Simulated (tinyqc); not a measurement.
## Floating body of a partially depleted SOI transistor: body voltage and kink: output curve and kink

Source at 0 V. Channel current Ic = 2 nf K Vt^2 [F(0) - F(Vd)](1 + la Vd), F(V) = ln^2(1 + exp((Vg - VT - nf V)/(2 nf Vt))), VT = VT0 - gb Vb. Saturation voltage Vs = 2 Vt sqrt(F(0)) + 3 Vt, excess Ve = (Vd - Vs + sqrt((Vd - Vs)^2 + 0.0004 V^2))/2, multiplication M1 = Ai Ve exp(-Bl/Ve). Each junction passes D(v) = J1 (exp(v/Vt) - 1) + J2 (exp(v/(2 Vt)) - 1). Bipolar current Ib = bb J1 (exp(Vb/Vt) - 1). The body settles where M1 (Ic + Ib) = D(Vb) + D(Vb - Vd) + Vb/Rb; drain current Id = (1 + M1)(Ic + Ib) - D(Vb - Vd).

Rows with more than one solution for Vb (latch) are left out; dId/dVd by a forward difference over 1e-4 V, swing = 1e-4 V over the change of log10 Id; M1 under 1e-12 is printed as 0.

Inputs (values chosen for the exercise); values of the order met in partially depleted silicon-on-insulator transistors:
- T = 358 K (temperature)
- VT0 = 0.45 V (threshold at zero body voltage)
- gb = 0.23 (fall of the threshold per volt of body voltage)
- nf = 1.34 (slope factor)
- K = 430 uA/(V^2 um) (gain factor per width)
- la = 0.09 1/V (channel-length modulation factor)
- Ai = 2.22 1/V (impact-ionisation prefactor)
- Bl = 7.1 V (impact-ionisation voltage)
- J1 = 6.7e-10 uA/um (diffusion saturation current of each junction)
- J2 = 3.4e-8 uA/um (recombination saturation current of each junction)
- bb = 0.5 (gain of the lateral bipolar transistor on the diffusion current)
- Rb = 1e5 kohm um (resistance of a weak body tie to the source (1e9 stands for no tie, and the term is then dropped))
- Vg = 0.87 V (gate voltage)

Constants: q = 1.602176634e-19 C, kB = 1.380649e-23 J/K, Vt = kB T/q. Results are converted to the units shown.

Results:

| Vd (V) | Vb (V) | M1 | Id, floating (uA/um) | Id, grounded (uA/um) | ratio | dId/dVd, floating (uS/um) | dId/dVd, grounded (uS/um) |
|---|---|---|---|---|---|---|---|
| 1 | 0.02450 | 7.715e-6 | 31.76 | 30.93 | 1.027 | 20.02 | 2.559 |
| 1.32 | 0.5159 | 3.371e-4 | 52.13 | 31.77 | 1.641 | 25.74 | 2.817 |
| 1.48 | 0.5725 | 0.001498 | 55.48 | 32.25 | 1.720 | 18.24 | 3.292 |
| 1.64 | 0.6105 | 0.004662 | 58.25 | 32.84 | 1.774 | 16.88 | 4.122 |
| 1.8 | 0.6396 | 0.01132 | 61.00 | 33.59 | 1.816 | 17.79 | 5.337 |

Estimate the missing row, Vd = 1.16 V.

Computed row:

| Vd (V) | Vb (V) | M1 | Id, floating (uA/um) | Id, grounded (uA/um) | ratio | dId/dVd, floating (uS/um) | dId/dVd, grounded (uS/um) |
|---|---|---|---|---|---|---|---|
| 1.16 | 0.2791 | 6.732e-5 | 41.59 | 31.34 | 1.327 | 118.4 | 2.613 |

With this row back in the table: Vb rises from 0.0245 to 0.640 V and the ratio of the currents rises from 1.03 to 1.82. The output conductance with a floating body exceeds the grounded value by the largest factor among the rows, 45.3, at Vd = 1.16 V, where Vb = 0.279 V and M1 = 6.73e-5.

Range of the model: The multiplication law is an empirical form chosen for the exercise; self-heating and capacitive coupling to the body are left out, and the linear laws are rough once Vb passes about 0.7 V or M1 about 0.1.

Computed by the program tinyqc: `OMP_NUM_THREADS=1 python tinyqc.py 2182140 2182141 out.jsonl`, one thread of a shared Intel Xeon 2.30GHz, about 0.2 s for the whole run.
